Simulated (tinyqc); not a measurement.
Inside a calculation. Model: equilibrium and kinetic segregation of a solute to boundaries and growing surfaces. Computed by tinyqc, a small Python program that keeps every step. Command: `OMP_NUM_THREADS=1 python tinyqc.py 3001247 3001248 out.jsonl segreg walk`. One thread of a shared host (Intel(R) Xeon(R) Processor @ 2.30GHz), about 0.01 s of CPU time with the checks. Intermediate numbers are printed to about 6 digits and carried at full precision; extremes and crossings named in words are read from the listed rows.

Inputs (values chosen for the exercise, modelled on phosphorus in polycrystalline silicon): segregation energy Q = 0.448 eV; total solute fraction x0 = 0.0088; temperature T = 1150 K; grain size d = 1000 nm; boundary thickness delta = 0.75 nm; atomic volume Omega = 20.02 angstrom^3; clean boundary energy gamma_0 = 0.49 J/m^2; bulk diffusivity D = 6.5e-21 m^2/s; anneal time t = 5700 s; exchange barrier E_b = 1.85 eV; surface segregation energy E_s = 0.19 eV; growth temperature T_g = 830 K; growth rate = 0.62 monolayers/s.

Isotherm: Langmuir-McLean.

Constants: k_B = 8.617333262e-05 eV/K; 1 eV/angstrom^2 = 16.02176634 J/m^2.

## Coverage for very large grains

With theta the solute fraction on boundary sites and x that in the grains, theta/(1 - theta) = [x/(1 - x)] exp[Q/(k_B T)]. The coverage theta_inf is that for x = x0.

coverage theta_inf = 0.449313

## Depletion of small grains

Finite grains: boundary sites are the fraction f = 3 delta/d, and x0 = (1 - f) x + f theta; solve both equations for theta; share at boundaries = f theta/x0.

site fraction f = 0.00225

coverage theta = 0.421603

fraction x left in the grains = 0.00786910

share of solute at boundaries = 10.7796 %

enrichment theta/x = 53.5771

11 % of the solute sits at boundaries; for a dopant that share is electrically lost.

## Boundary energy

Gibbs adsorption for this isotherm in a dilute matrix: gamma = gamma_0 + Gam_0 [k_B T ln(1 - theta)], Gam_0 = delta/Omega sites per area.

Gam_0 = 37.4625 1/nm^2

boundary energy gamma = 0.164344 J/m^2

Segregation lowers gamma by 66 %, and the driving force of grain growth with it. Caution: so much solute in the grains may exceed the solubility and is no longer dilute.

## How fast the boundary fills

McLean kinetics from a uniform start, fed from both sides, with a constant enrichment beta = theta_inf/x0: (theta - x0)/(theta_inf - x0) = 1 - exp(s^2) erfc(s), s = 2 sqrt(D t)/(beta delta); half filling at s = 0.7691, t = (0.7691 beta delta/2)^2/D. D is an input and does not follow T.

s = 0.317905

degree of filling = 0.277545

time to half filling = 33361.6 s

diffusion length sqrt(D t) = 6.08687 nm

## Segregation at a growing surface

Two-state exchange during growth, dilute: jump up r_u = nu exp(-E_b/(k_B T_g)), jump back r_d = r_u exp(-E_s/(k_B T_g)), nu = 1e13 1/s. In the time 1/R of one monolayer the share carried up is p = [r_u/(r_u + r_d)] [1 - exp(-(r_u + r_d)/R)]; the tail decays as p^n, length -1/ln p monolayers; the equilibrium limit has p = r_u/(r_u + r_d).

r_u = 58.4466 1/s

r_d = 4.10275 1/s

share carried up p = 0.934408

decay length = 14.7401 monolayers

Exchange is fast against growth: the equilibrium regime, where heating shortens the tail.

## Tail length against growth temperature

The formulas are those given above.

Exchange model:
```
T_g (K)        r_u/R         p  length (monolayers)  equilibrium limit
607      7.03872e-03  0.007013               0.2016            38.3007
649      6.94261e-02  0.066994               0.3699            30.3811
685      3.94938e-01  0.323882               0.8870            25.4941
720      1.81208e+00  0.811976               4.8011            21.8729
748      5.53243e+00  0.947341              18.4857            19.5573
777      1.61487e+01  0.944677              17.5709            17.5709
819      6.66030e+01  0.936561              15.2577            15.2577
882      4.33157e+02  0.924131              12.6740            12.6740
988      5.89898e+03  0.903055               9.8066             9.8066
```

The length peaks among these rows at 748 K with 18.5 monolayers. Below, exchange freezes (r_u/R = 0.0070 in the first row); above, the length follows the equilibrium limit, about exp(E_s/(k_B T)), down to 9.81.

## Coverage against grain size

The formulas are those given above.

At T:
```
d (nm)     theta  x in the grains  share at boundaries (%)
15      0.055075       0.00063381                  93.8780
30      0.102093       0.00123568                  87.0113
60      0.175398       0.00230916                  74.7435
120     0.264914       0.00390611                  56.4447
250     0.346405       0.00573396                  35.4277
500     0.395003       0.00705423                  20.1990
1000    0.421603       0.00786910                  10.7796
5000    0.443703       0.00860421                   2.2689
```

From the largest grains to the smallest the share at boundaries rises from 2.3 to 94 %, and x/x0 falls to 0.072. In the dilute limit x/x0 = 1/(1 - f + f exp(Q/(k_B T))), which gives 0.068 at 15 nm.

Checks made by the program: mass balance (relative difference below 1e-10).
